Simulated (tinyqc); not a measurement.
## One-diode model of a solar cell: effect of the series resistance

J is the current delivered and Vj = V + J Rs the junction voltage. J = X JL - J01 (exp(Vj/(n1 Vt)) - 1) - Vj/Rp. The photocurrent does not depend on voltage.

Jsc at V = 0, Voc at J = 0, the maximum power point where J (1 + 2 Rs G) = G Vj with G = -dJ/dVj; FF = Vmp Jmp/(Voc Jsc); efficiency Vmp Jmp/(X Pin). Empirical fill factor without parasitics FF0 = (v - ln(v + 0.72))/(v + 1), v = Voc/(n1 Vt).

Inputs (values chosen for the exercise); values of the order met in cells of a lead-halide perovskite:
```
symbol    value      unit                          meaning
T        298.15         K                      temperature
JL         22.4   mA/cm^2          photocurrent at one sun
X             1      suns                    concentration
J01     3.7e-13    A/cm^2  saturation current of the diode
n1         1.63               ideality factor of the diode
Rp          600  ohm cm^2                 shunt resistance
Pin         100   mW/cm^2        incident power at one sun
```

Constants: q = 1.602176634e-19 C, kB = 1.380649e-23 J/K, Vt = kB T/q. Results are converted to the units shown.

The same in every row: Voc (V) = 1.0363; FF0 = 0.83542.

Results:

| Rs (ohm cm^2) | Jsc (mA/cm^2) | Vmp (V) | Jmp (mA/cm^2) | FF | efficiency (%) |
|---|---|---|---|---|---|
| 0 | 22.400 | 0.90315 | 20.036 | 0.77948 | 18.095 |
| 0.05 | 22.398 | 0.90224 | 20.033 | 0.77868 | 18.075 |
| 0.11 | 22.396 | 0.90115 | 20.031 | 0.77772 | 18.051 |
| 0.25 | 22.391 | 0.89860 | 20.025 | 0.77549 | 17.995 |
| 0.55 | 22.379 | 0.89316 | 20.013 | 0.77069 | 17.875 |
| 1.2 | 22.355 | 0.88140 | 19.985 | 0.76030 | 17.615 |
| 6 | 22.178 | 0.79691 | 19.727 | 0.68397 | 15.721 |

Estimate the missing row, Rs = 2.7 ohm cm^2.

Computed row:

| Rs (ohm cm^2) | Jsc (mA/cm^2) | Vmp (V) | Jmp (mA/cm^2) | FF | efficiency (%) |
|---|---|---|---|---|---|
| 2.7 | 22.300 | 0.85453 | 19.914 | 0.73637 | 17.018 |

With this row back in the table: As Rs goes from 0 to 6, Voc stays at 1.04 V, FF falls from 0.779 to 0.684 and the efficiency falls from 18.1 to 15.7 %. Voc does not depend on Rs, since no current flows through it at open circuit; between the first two rows FF drops by 0.949 times rs = Rs Jsc/Voc in relative terms.

Program tinyqc, `OMP_NUM_THREADS=1 python tinyqc.py 2280113 2280114 out.jsonl`; Intel Xeon 2.30GHz, shared host, one thread, about 0.01 s.
